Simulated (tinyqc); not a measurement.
Worked calculation (part 2 of 2): RHF in the sto-6g basis, for BeH2, spin multiplicity 1. Computed by tinyqc, a small Python program that keeps every step (integrals from PySCF). Command: `OMP_NUM_THREADS=1 python tinyqc.py 28598 28599 out.jsonl` (the two numbers bound the seeds that draw the settings). One thread of a shared host (Intel(R) Xeon(R) Processor @ 2.60GHz), about 0.1 s of CPU time with the checks.

Geometry (angstrom):
```
atom         x          y         z
Be    0.000000   0.000000  0.000000
H     0.000000   1.386000  0.061000
H     0.000000  -1.386000  0.061000
```

## Iteration 7 (converged): orbitals

converged F (hartree), lower triangle:
```
            1Be 1s     1Be 2s   1Be 2px    1Be 2py    1Be 2pz      2H 1s      3H 1s
1Be 1s   -4.590569
1Be 2s   -1.248831  -0.593624
1Be 2px   0.000000   0.000000  0.209416
1Be 2py   0.000000   0.000000  0.000000  -0.217689
1Be 2pz   0.000925  -0.009672  0.000000   0.000000   0.208855
2H 1s    -0.323470  -0.396998  0.000000  -0.328599  -0.011603  -0.297910
3H 1s    -0.323470  -0.396998  0.000000   0.328599  -0.011603  -0.041169  -0.297910
```

X, lower triangle:
```
            1Be 1s     1Be 2s   1Be 2px    1Be 2py    1Be 2pz      2H 1s     3H 1s
1Be 1s    1.027135
1Be 2s   -0.148377   1.234289
1Be 2px   0.000000   0.000000  1.000000
1Be 2py   0.000000   0.000000  0.000000   1.348185
1Be 2pz  -0.000772   0.010432  0.000000   0.000000   1.000521
2H 1s     0.016434  -0.294662  0.000000  -0.421411  -0.014778   1.278430
3H 1s     0.016434  -0.294662  0.000000   0.421411  -0.014778  -0.096617  1.278430
```

Diagonalise F' = X^T F X, C = X C', fill 3 alpha and 3 beta electrons from the bottom; D = 2 C_occ C_occ^T. Each column has its largest component positive (the first on a tie).

F' = X^T F X (hartree), lower triangle:
```
           1          2         3          4          5          6         7
1  -4.493653
2  -0.652541  -0.085999
3   0.000000   0.000000  0.209416
4   0.000000   0.000000  0.000000   0.259901
5   0.000995   0.004300  0.000000   0.000000   0.209590
6  -0.048403  -0.323013  0.000000  -0.453423  -0.014538   0.086263
7  -0.048403  -0.323013  0.000000   0.453423  -0.014538  -0.112625  0.086263
```

orbital energies (hartree): MO1 -4.592157, MO2 -0.449495, MO3 -0.412568, MO4 0.208495, MO5 0.209416, MO6 0.436734, MO7 0.871357

coefficients C:
```
               MO1        MO2        MO3        MO4       MO5        MO6        MO7
1Be 1s    0.994647  -0.210555   0.000000   0.019143  0.000000  -0.208664   0.000000
1Be 2s    0.021434   0.562555   0.000000  -0.089603  0.000000   1.180800   0.000000
1Be 2px   0.000000   0.000000   0.000000   0.000000  1.000000   0.000000   0.000000
1Be 2py   0.000000   0.000000   0.499076   0.000000  0.000000   0.000000   1.386975
1Be 2pz  -0.000064   0.010365   0.000000   0.995945  0.000000   0.097855   0.000000
2H 1s    -0.002210   0.397255   0.412853   0.038148  0.000000  -0.791444  -0.975970
3H 1s    -0.002210   0.397255  -0.412853   0.038148  0.000000  -0.791444   0.975970
```

D after iteration 7, lower triangle:
```
            1Be 1s    1Be 2s   1Be 2px    1Be 2py   1Be 2pz      2H 1s     3H 1s
1Be 1s    2.067312
1Be 2s   -0.194260  0.633855
1Be 2px   0.000000  0.000000  0.000000
1Be 2py   0.000000  0.000000  0.000000   0.498153
1Be 2pz  -0.004492  0.011659  0.000000   0.000000  0.000215
2H 1s    -0.171684  0.446860  0.000000   0.412090  0.008235   0.656528
3H 1s    -0.171684  0.446860  0.000000  -0.412090  0.008235  -0.025264  0.656528
```

## Convergence

Stop when the energy changes by less than 1e-10 hartree and every element of the error matrix X^T (F D S - S D F) X is below 3e-06.

Course of the cycle:
```
iteration   E (hartree)     change  largest element of the error matrix
1          -15.69917450          -                             1.48e-01
2          -15.71742399  -1.82e-02                             1.57e-02
3          -15.71776444  -3.40e-04                             1.61e-03
4          -15.71777294  -8.50e-06                             1.16e-04
5          -15.71777298  -3.97e-08                             2.07e-05
6          -15.71777298  -1.30e-09                             2.70e-07
7          -15.71777298  -1.07e-13                             2.82e-10
```

PySCF RHF in the same basis = -15.71777298 hartree

Converged in 7 iterations.

## Populations, bond orders and dipole

overlap S, lower triangle:
```
           1Be 1s    1Be 2s   1Be 2px    1Be 2py   1Be 2pz     2H 1s     3H 1s
1Be 1s   1.000000
1Be 2s   0.254764  1.000000
1Be 2px  0.000000  0.000000  1.000000
1Be 2py  0.000000  0.000000  0.000000   1.000000
1Be 2pz  0.000000  0.000000  0.000000   0.000000  1.000000
2H 1s    0.064915  0.441756  0.000000   0.510969  0.022489  1.000000
3H 1s    0.064915  0.441756  0.000000  -0.510969  0.022489  0.032571  1.000000
```

Mulliken: Z minus the diagonal of D S on the atom; Loewdin: the same with S^(1/2) D S^(1/2); Mayer order: 2 sum_s sum (D(s) S)_ij (D(s) S)_ji over the two atoms.

Charges (e):
```
atom   Mulliken    Loewdin
1Be    0.105428   0.083697
2H    -0.052714  -0.041848
3H    -0.052714  -0.041848
```

Mayer bond orders:
```
pair     order
2-1   0.996437
3-1   0.996437
3-2   0.000784
```

dipole moment about the origin, x y z (debye): 0.000000  0.000000  -0.205449
